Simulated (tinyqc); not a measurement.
Inside a calculation. Method: tight binding, dimerised chain. One step of it, computed by the program tinyqc.

Task: Bloch Hamiltonian at X. H_AA = +delta, H_BB = -delta, H_AB = -t1 - t2 exp(-i k a).

Parameters chosen for this model:
```
parameter     value                      unit
t1         2.130000       eV, inside the cell
t2         1.420000         eV, between cells
delta      0.560000  eV, +/- on the two sites
```

k point X (2 pi / a): 0.500000

Give: H(k) at X.

Result:

H(k) at X (eV):
```
         A        B
A   0.5600  -0.7100
B  -0.7100  -0.5600
```
